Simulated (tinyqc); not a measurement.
Implanted layer, carriers, mobility and sheet resistance: one step of the calculation.

An n-type layer from the surface x = 0 to the junction xj, N(x) = N0 exp(-(x - Rp)^2/(2 sg^2)). Local neutrality (no depletion at surface or junction, no spilling of carriers), intrinsic carriers neglected, full ionisation of active dopants.

Task. Sheet quantities by the trapezoid rule. Dose = integral of N, carrier sheet density = integral of n, 1/Rs = q integral of n mu, mean mobility 1/(q Rs sheet density), Hall mobility (unit Hall factor) = integral of n mu^2 over integral of n mu, Hall sheet density = (integral of n mu)^2/integral of n mu^2; all from 0 to xj.

Constants: q = 1.602176634e-19 C. Results are converted to the units shown.

| point | x (nm) | N (cm^-3) | n (1e20 cm^-3) | mu (cm^2/(V s)) |
|---|---|---|---|---|
| 0 | 0.00000 | 1.1864462e20 | 1.1864152 | 60.380335 |
| 1 | 10.72741 | 1.6291292e20 | 1.6290982 | 58.551316 |
| 2 | 21.45483 | 1.7996481e20 | 1.7996171 | 58.055613 |
| 3 | 32.18224 | 1.5993528e20 | 1.5993218 | 58.647014 |
| 4 | 42.90966 | 1.1434720e20 | 1.1434410 | 60.620561 |
| 5 | 53.63707 | 6.5770545e19 | 0.6576745 | 65.066733 |
| 6 | 64.36448 | 3.0434204e19 | 0.3043110 | 74.898075 |
| 7 | 75.09190 | 1.1329664e19 | 0.1132656 | 97.935657 |
| 8 | 85.81931 | 3.3931008e18 | 0.0339000 | 155.68552 |
| 9 | 96.54672 | 8.1752508e17 | 0.0081443 | 302.34873 |
| 10 | 107.27414 | 1.5846378e17 | 0.0015536 | 616.79299 |
| 11 | 118.00155 | 2.4710615e16 | 0.0002161 | 1017.8593 |
| 12 | 128.72897 | 3.1e15 | 0.0000000 | 1242.2826 |

Wanted: dose; carrier sheet density; Rs; mean mobility; Hall mobility; Hall sheet density.

Result.

dose = 8.458e14 cm^-2
carrier sheet density = 8.457e14 cm^-2
Rs = 120.1 ohm/square
mean mobility = 61.44 cm^2/(V s)
Hall mobility = 64.98 cm^2/(V s)
Hall sheet density = 7.997e14 cm^-2

Carriers make up 100 % of the dose. A Hall measurement weights the mobile tail, so its sheet density is 5.4 % below the true one.

Numbers from tinyqc (`OMP_NUM_THREADS=1 python tinyqc.py 2110138 2110139 out.jsonl`; about 0.01 s on one thread of a shared Intel Xeon 2.30GHz).
